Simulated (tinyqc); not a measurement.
Worked calculation: effective-mass impurity with a central-cell term, in a basis of Slater functions. Computed by tinyqc, a small Python program that keeps every step. Command: `OMP_NUM_THREADS=1 python tinyqc.py 3025461 3025462 out.jsonl centralcell walk`. One thread of a shared host (Intel(R) Xeon(R) Processor @ 2.30GHz), about 0.01 s of CPU time with the checks. Intermediate numbers are printed to about 6 digits and carried at full precision; extremes and crossings named in words are read from the listed rows.

The envelope obeys H = -nabla^2 - (2/r) [Z + A exp(-kappa r)] in effective units, with kappa = a*/lambda; positive A deepens the well near the core.

Inputs (values chosen for the exercise, with mass and screening modelled on AlN):
```
quantity                   value      unit
effective mass m           0.332       m_0
dielectric constant eps      8.8         -
charge Z of the core           2         -
central-cell strength A     -2.2         -
central-cell range lambda    2.3  angstrom
basis size n                   3         -
smallest exponent zeta_1    0.52      1/a*
ratio beta of exponents      2.9         -
```

Impurity: donor, one isotropic band.

Constants: Ry = 13.605693123 eV; a_0 = 0.529177210903 angstrom.

## Effective units

Units: Ry* = Ry m/eps^2 and a* = a_0 eps/m, with m in m_0. kappa = a*/lambda; the hydrogenic ground state is bound by Z^2 Ry*.

Ry* = 58.3302 meV

a* = 14.0264 angstrom

kappa = 6.09843 1/a*

hydrogenic binding energy = 233.321 meV

Caution: the effective Bohr radius is only a few bond lengths, so the envelope approximation is rough.

## Matrices over the s basis

zeta_i = zeta_1 beta^(i-1), i = 1..n. For s functions exp(-zeta r), with s = zeta_i + zeta_j: S = 2/s^3, T = zeta_i zeta_j S, V = -2 Z/s^2, W = -2 A/(s + kappa)^2; each function is normalised by dividing by sqrt(S_ii S_jj).

exponents (1/a*): 0.52  1.508  4.3732

overlap S:
```
         1        2        3
1  1.00000  0.66603  0.23416
2  0.66603  1.00000  0.66603
3  0.23416  0.66603  1.00000
```

kinetic T (Ry*):
```
          1         2         3
1    0.2704  0.522273  0.532498
2  0.522273  2.274064   4.39232
3  0.532498   4.39232   19.1249
```

Coulomb V (Ry*):
```
          1         2         3
1     -2.08  -2.70141  -2.29160
2  -2.70141    -6.032  -7.83410
3  -2.29160  -7.83410  -17.4928
```

central cell W (Ry*):
```
           1         2         3
1  0.0485643  0.185063  0.499566
2   0.185063  0.726537   2.07695
3   0.499566   2.07695   6.67975
```

## Generalised eigenproblem

(T + V + W) c = E S c with c^T S c = 1 and the largest component positive.

two lowest levels (Ry*): -3.07880  -0.86284

coefficients of the lowest state: -0.07532  1.09460  -0.06946

<T> = 2.07003 Ry*

<W> = 0.561892 Ry*

## Converged levels

Large basis: zeta_i = 0.06 x 1.6^(i-1), i = 1..22, same formulas; for p functions r exp(-zeta r): S = 24/s^5, T = zeta_i zeta_j S (centrifugal term included), V = -12 Z/s^4, W = -12 A/(s + kappa)^4; overlap eigenvalues below 1e-11 are dropped. Binding energies are -E Ry*; the effective quantum number is nu = Z/sqrt(-E); |psi(0)|^2 is given relative to the hydrogenic Z^3/(pi a*^3).

1s binding energy = 179.980 meV

2s binding energy = 51.2838 meV

2p binding energy = 57.8878 meV

effective quantum number of 1s = 1.13858

relative |psi(0)|^2 = 0.224775

The central cell moves 1s by -53.341 meV, 2s by -7.046 meV and 2p by -0.4424 meV: p states vanish at the core, so the 2p level gives the hydrogenic scale and 1s the chemical shift. The small basis lies 0.39 meV above the converged 1s level.

## Chemical shift by three methods

First order: shift = 8 A Z^3/(2 Z + kappa)^2 Ry*. One exponent: minimise zeta^2 - 2 Z zeta - 8 A zeta^3/(2 zeta + kappa)^2 by golden section on 0.2 to 6 Z. All shifts are the binding beyond Z^2 Ry*.

Shift of the 1s binding energy (meV):
```
A      first order  one exponent  large basis
2.20        80.536       131.640      136.261
1.10        40.268        50.600       51.747
-0.22       -8.054        -7.727       -7.687
-0.55      -20.134       -18.202      -17.962
-1.10      -40.268       -33.179      -32.294
-2.20      -80.536       -56.292      -53.341
-2.75     -100.670       -65.392      -61.192
```

The three columns are ordered, first order <= one exponent <= large basis, since each is a variational bound with more freedom. At the largest attractive A first order gives 59 % and one exponent 97 % of the shift; at the most repulsive A the true shift is -61.192 meV against -100.670. Attraction pulls the envelope in and feeds itself, repulsion pushes it out and saturates.

## Convergence with the basis

The error is the lowest level above the large-basis value.

Error of the 1s level:
```
n  error (meV)  largest exponent (1/a*)
1      77.2586              5.20000e-01
2       3.1288              1.50800e+00
3       0.3932              4.37320e+00
4       0.3322              1.26823e+01
5       0.3178              3.67786e+01
6       0.3142              1.06658e+02
7       0.3133              3.09308e+02
8       0.3130              8.96994e+02
```

The error falls from 77.3 to 0.313 meV. The last function changes it by less than 5 %: it has levelled off, and what remains is set by beta and zeta_1, not by the range of exponents.

Checks made by the program: the large basis at A = 0 against Z^2, Z^2/4 and Z^2/4 (relative difference 1e-05).
